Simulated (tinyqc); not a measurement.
From results to parameters: Hueckel model of a polar double bond. Computed by the program tinyqc.

Problem. A C=X pi bond in Hueckel theory has H_XX = alpha + h beta, H_CC = alpha and H_CX = k beta, with two electrons. Find h, k, the charge on carbon and the bond order.

x values of the two levels (E = alpha + x beta): 2.200166  -0.210166

Solution. The sum of the x values is h and their product is -k^2; the charge on carbon is h/sqrt(h^2 + 4k^2) and the bond order 2k/sqrt(h^2 + 4k^2).

h, k: 1.990  0.680
charge on carbon, bond order: 0.826  0.564
